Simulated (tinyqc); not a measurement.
Gate voltage for a given inversion charge.

Question. p-type body, charge-sheet picture, depletion and inversion only, full ionisation (an idealisation for deep acceptors), Boltzmann statistics (rough once Na exp(x - xn) passes about Nc/7). In units of Vt: xg = (Vg - Vfb)/Vt, x = psi/Vt, G = gamma/sqrt(Vt), xn = (2 phiF + Vc)/Vt. The implicit equation is (xg - x)^2 = G^2 [x - 1 + exp(x - xn)] for x above about 3. Cox = eps0 eox/tox. ni = sqrt(Nc Nv) exp(-Eg/(2 Vt)), Eg in volts; phiF = Vt ln(Na/ni); gamma = sqrt(2 q eps0 eps_r Na)/Cox. N_inv = (Cox Vt G/q) [sqrt(x - 1 + exp(x - xn)) - sqrt(x - 1)]. Find x - xn, psi and Vg.

Parameters, values chosen for the exercise; band and dielectric values close to those of silicon:
```
symbol,value,unit,meaning
T,300,K,temperature
Eg,1.13,eV,band gap
eps_r,11.6,,relative permittivity
Nc,2.76e19,cm^-3,conduction-band density of states at T
Nv,2.6e19,cm^-3,valence-band density of states at T
eox,8.85,,relative permittivity of the gate insulator (close to aluminium oxide)
tox,16,nm,insulator thickness
Na,2.9e16,cm^-3,acceptor density
Vfb,-0.35,V,flat-band voltage
Vc,0,V,channel-body voltage
```

Constants: q = 1.602176634e-19 C, kB = 1.380649e-23 J/K, Vt = kB T/q, eps0 = 8.8541878128e-14 F/cm where lengths are in cm. Results are converted to the units shown.

N_inv = 2.2e11 cm^-2

Answer. N_inv rises steadily with x, so it fixes x; the implicit equation then gives xg directly.

x - xn = 3.42
psi = 0.865 V
Vg = 0.770 V

Program tinyqc, `OMP_NUM_THREADS=1 python tinyqc.py 2122210 2122211 out.jsonl`; Intel Xeon 2.30GHz, shared host, one thread, about 0.01 s.
